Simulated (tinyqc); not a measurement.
# Nudged elastic band on a two-dimensional model surface, step by step

A worked calculation. Computed by tinyqc, a small Python program that keeps every step. Command: `OMP_NUM_THREADS=1 python tinyqc.py 3007940 3007941 out.jsonl neb walk`. One thread of a shared host (Intel(R) Xeon(R) Processor @ 2.30GHz), about 0.1 s of CPU time with the checks. Intermediate numbers are printed to about 6 digits and carried at full precision; extremes and crossings named in words are read from the listed rows.

V(x, y) = h u^2 + t x + (kappa/2)(y + c u)^2 with u = x^2/w^2 - 1; the path runs from the minimum near (-w, 0) to that near (w, 0).

Inputs (values chosen for the exercise, for a model surface):
```
quantity                     value           unit
height h                      0.35             eV
half width w                   1.2       angstrom
transverse stiffness kappa     2.5  eV/angstrom^2
curvature c                   0.88       angstrom
tilt t                      -0.017    eV/angstrom
movable images n                 6              -
spring constant k_s            2.9  eV/angstrom^2
step factor eta              0.079  angstrom^2/eV
iteration cap                  600              -
```

Surface: curved double well. Climbing image: off.

## Stationary points

Newton steps x(new) = x - H^-1 grad V (moves limited to 0.3 angstrom) from (-w, 0), (w, 0) and (0, c) give the two minima and the saddle.

positions (angstrom):
```
               x         y
start   -1.19116   0.01292
end      1.20865  -0.01273
saddle  -0.01749   0.87981
```

energies (eV): start 0.020325, end -0.020474, saddle 0.350149

barrier from the start = 0.329824 eV

## Straight-line start

Images are spaced evenly on the line between the minima.

images at the start (angstrom):
```
                 x          y
image 1  -0.848330   0.009254
image 2  -0.505500   0.005590
image 3  -0.162670   0.001926
image 4   0.180160  -0.001739
image 5   0.522989  -0.005403
image 6   0.865819  -0.009067
```

energies above the start (eV): 0.31383  0.86993  1.24829  1.23961  0.84531  0.27755

The highest image lies +0.9185 eV from the true barrier.

## Iteration 1

Tangent at image i: towards the higher neighbour if the energies rise or fall through i; at a maximum or minimum, tau = t+ dmax + t- dmin if V(i+1) > V(i-1), else t+ dmin + t- dmax, with t+ = R(i+1) - R(i), t- = R(i) - R(i-1) and dmax, dmin the larger and smaller of |V(i+1) - V(i)| and |V(i-1) - V(i)|; then normalise. Force F = -grad V + (grad V.tau) tau + k_s (|t+| - |t-|) tau. Update R(new) = R + eta F; the end points stay fixed.

unit tangents:
```
                x          y
image 1  0.999943  -0.010687
image 2  0.999943  -0.010687
image 3  0.999943  -0.010687
image 4  0.999943  -0.010687
image 5  0.999943  -0.010687
image 6  0.999943  -0.010687
```

forces (eV/angstrom):
```
               x        y
image 1  0.01134  1.06109
image 2  0.01902  1.77943
image 3  0.02296  2.14846
image 4  0.02310  2.16159
image 5  0.01937  1.81228
image 6  0.01169  1.09393
```

images after iteration 1 (angstrom):
```
                 x         y
image 1  -0.847434  0.093080
image 2  -0.503998  0.146165
image 3  -0.160856  0.171654
image 4   0.181985  0.169027
image 5   0.524520  0.137767
image 6   0.866743  0.077354
```

## Iteration 2

The formulas are those given above.

unit tangents:
```
                x          y
image 1  0.988264   0.152756
image 2  0.997253   0.074076
image 3  0.999991  -0.004128
image 4  0.999971  -0.007660
image 5  0.995861  -0.090884
image 6  0.984773  -0.173843
```

forces (eV/angstrom):
```
                x        y
image 1  -0.17720  1.04326
image 2  -0.12378  1.53222
image 3   0.00356  1.72935
image 4   0.01647  1.73110
image 5   0.15132  1.54462
image 6   0.20454  1.05755
```

images after iteration 2 (angstrom):
```
                 x         y
image 1  -0.861433  0.175498
image 2  -0.513776  0.267210
image 3  -0.160575  0.308272
image 4   0.183286  0.305785
image 5   0.536474  0.259792
image 6   0.882901  0.160900
```

## All iterations

Start on the straight line; stop when the largest force is below 1e-4 or above 1e6 eV/angstrom.

Course of the band:
```
iteration  highest image (eV)  largest force (eV/angstrom)
1                     1.24829                  2.16172e+00
2                     0.91945                  1.73118e+00
3                     0.70636                  1.39010e+00
4                     0.56789                  1.11583e+00
5                     0.47820                  8.94863e-01
6                     0.42016                  7.17147e-01
7                     0.38257                  5.74332e-01
8                     0.35821                  4.59584e-01
9                     0.34238                  3.67379e-01
...                       ...                          ...
50                    0.31257                  1.71286e-04
51                    0.31257                  1.56143e-04
52                    0.31258                  1.44251e-04
53                    0.31258                  1.34577e-04
54                    0.31258                  1.25901e-04
55                    0.31258                  1.18069e-04
56                    0.31258                  1.10954e-04
57                    0.31258                  1.04458e-04
58                    0.31258                  9.84960e-05
```

Band at the end:
```
image  x (angstrom)  y (angstrom)     E (eV)
0          -1.19116      0.012918   0.000000
1          -0.94938      0.388135   0.049135
2          -0.62363      0.693340   0.180002
3          -0.20751      0.854995   0.312585
4           0.23886      0.846874   0.298433
5           0.65198      0.677545   0.146561
6           0.97130      0.365467   0.009589
7           1.20865     -0.012731  -0.040799
```

energy of the highest image = 0.312585 eV

iterations = 58

largest force at the end = 9.84960e-05 eV/angstrom

Converged in 58 iterations. Without a climbing image the highest image lies 17.24 meV below the saddle.

## Plain band against climbing image

With a climbing image, the highest image feels instead F = -grad V + 2 (grad V.tau) tau and no spring. Images are counted without the end points, and convergence is judged on the largest force on an image. Each run starts on the straight line with the same k_s and eta, for at most 1500 iterations; errors are against the Newton saddle; a dash marks a run that did not reach 1e-4 eV/angstrom.

Error of the highest image (meV) and iterations:
```
images  plain, error  plain, iterations  climbing, error  climbing, iterations
2            -99.655                 38                0                    95
3             -0.576                 47                0                    61
4            -36.168                 46                0                    89
5             -0.571                 60                0                    64
6            -17.239                 58                0                    85
8             -9.526                 75                0                    92
10            -5.760                 91                0                   109
```

The plain band underestimates the barrier by 0.57 to 99.66 meV, depending on how near an image falls to the saddle (worst for 2 images, best for 5). The climbing image is within about 0.001 meV in every converged run, so few images suffice for the barrier.
